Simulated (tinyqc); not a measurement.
Two electrons on one impurity (helium-like model), step by step. Values are carried at full precision from step to step, so a last printed digit may differ when a step is redone from the rounded ones.

Units Ha* = 2 Ry m/eps^2 and a* = a0 eps/m. One electron is bound by Z^2/2. Two electrons in the singlet built from exp(-a r) and exp(-b r): S = 8 (ab)^(3/2)/(a + b)^3, h_aa = a^2/2 - Z a, h_bb alike, h_ab = S (ab/2 - Z (a + b)/2), J = ab (a^2 + 3ab + b^2)/(a + b)^3, K = 20 (ab)^3/(a + b)^5, E = (h_aa + h_bb + 2 S h_ab + J + K)/(1 + S^2). For a = b this is a^2 - 2 Z a + 5a/8. Real double donors are deeper, since the central cell is left out.

Constants: Ry = 13.60569312 eV; a0 (Bohr radius) = 0.5291772105 angstrom.

Parameters, chosen for this exercise (near those of impurities in GaAs; shifted at random, so the results belong to these values and not to a real crystal): m = 0.066 m0 (one mean mass); eps = 12.8 (dielectric constant); Z = 2.6 (effective charge (1: D- centre, 2: double donor; other values mimic a central cell)); ab = (2.62, 1.66) 1/a* (trial exponents a, b).

## Units and equal orbitals

Give Ha*, a*, the best common exponent Z - 5/16, E = -(Z - 5/16)^2, and the binding of the second electron -Z^2/2 - E.

Ha* = 10.962 meV
a* = 102.63 angstrom
exponent = 2.2875
E with equal orbitals = -5.23266 Ha*
binding of the second electron = 20.31 meV

The first electron is bound by 37.1 meV, 1.82 times as much as the second.

## Unequal orbitals

Evaluate the integrals and E.

S, h_aa, h_bb, h_ab, J, K: 0.92549  -3.37980  -2.93820  -3.13686  1.25743  1.14562

E = -5.23622 Ha*

This lies 0.0036 Ha* below the best equal-orbital value -(Z - 5/16)^2.

## The minimum over a and b

Give a, b, E, both binding energies and U, their difference.

a, b (1/a*): 2.853  1.721

E = -5.25928 Ha*

binding of the first and second electron (meV): 37.05  20.60

U = 16.45 meV

Letting one electron stay close and the other roam (decay lengths 36 and 60 angstrom) gains 0.29 meV.

## Checks

- Minimum for Z = 1 against the known -0.51330: both -0.51330.
- Minimum for Z = 2 against the known -2.87566: both -2.87566.

Computed by tinyqc, a small Python program: `OMP_NUM_THREADS=1 python tinyqc.py 1251554 1251555 out.jsonl` (the numbers bound the seed that draws the inputs); one thread of a shared host (Intel(R) Xeon(R) Processor @ 2.30GHz), about 0.03 s for the whole set of steps.
